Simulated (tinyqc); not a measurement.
## Delay unit and parasitic delay from two ring oscillators

Question. A ring of 51 inverters oscillates at 1/(2 x 51 d), with stage delay d = tau (h + p) for fan-out h. Find tau, p and the delay at fan-out 4.

frequencies of 51-stage ring oscillators with fan-out 2 and 4 (GHz): [0.50987734, 0.33405757]

Answer. d is a straight line in h with slope tau and intercept tau p.

tau = 5.060 ps
p = 1.800
delay at fan-out 4 = 29.35 ps

Program tinyqc, `OMP_NUM_THREADS=1 python tinyqc.py 2082014 2082015 out.jsonl`; Intel Xeon 2.30GHz, shared host, one thread, about 0.01 s.
